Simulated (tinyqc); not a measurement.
## Haynes-Shockley experiment: what a collector records, against the distance from injector to collector

A sheet injected at x = 0, t = 0 gives at x = L the signal n(t) = N0 exp(-t/tau - (L - v t)^2/(4 D t))/sqrt(4 pi D t), D = mu Vt, v = mu F. Its peak lies at tp = [-D + sqrt(D^2 + u^2 L^2)]/u^2, u^2 = v^2 + 4 D/tau; dt is the full width at half height. Simple readings: mobility L/(F tp), diffusion coefficient (L dt/tp)^2/(16 ln 2 tp). Area v times the integral of n over N0: (v/u) exp(L (v - u)/(2 D)).

Parameters, values chosen for the exercise:
```
symbol    value        unit                      meaning
T           300           K                  temperature
mu          543  cm^2/(V s)    minority-carrier mobility
F           2.4        V/cm  sweep field along the drift
tau     0.00013           s                     lifetime
```

Constants: q = 1.602176634e-19 C, kB = 1.380649e-23 J/K, Vt = kB T/q. Results are converted to the units shown.

Haynes-Shockley experiment: what a collector records, against the distance from injector to collector:

| L (um) | L/v (us) | tp (us) | dt (us) | apparent mobility (cm^2/(V s)) | apparent D (cm^2/s) | area | exp(-L/(v tau)) |
|---|---|---|---|---|---|---|---|
| 220 | 16.882 | 9.8611 | 25.315 | 929.58 | 29.167 | 0.78993 | 0.87822 |
| 370 | 28.392 | 19.603 | 36.526 | 786.43 | 21.861 | 0.72663 | 0.80381 |
| 610 | 46.808 | 35.721 | 49.965 | 711.54 | 18.378 | 0.63573 | 0.69763 |
| 990 | 75.967 | 61.559 | 66.132 | 670.09 | 16.568 | 0.51448 | 0.55746 |
| 1600 | 122.77 | 103.23 | 86.087 | 645.80 | 15.550 | 0.36631 | 0.38890 |
| 2700 | 207.18 | 178.52 | 113.61 | 630.19 | 14.913 | 0.19853 | 0.20317 |
| 4400 | 337.63 | 294.95 | 146.33 | 621.58 | 14.568 | 0.077036 | 0.074485 |
| 7200 | 552.49 | 486.76 | 188.23 | 616.32 | 14.359 | 0.016201 | 0.014266 |

True values: mu = 543 cm^2/(V s), D = 14.0 cm^2/s. The apparent mobility is 71 % above the true one in the first row and 14 % above it in the last, and the apparent D 2.08 times and 2.3 % above D. The peak always comes before L/v, since spreading and decay both weigh down the later part of the signal; the shift is 42 % and 12 % in these rows.

Program tinyqc, `OMP_NUM_THREADS=1 python tinyqc.py 2310027 2310028 out.jsonl`; Intel Xeon 2.30GHz, shared host, one thread, about 0.01 s.
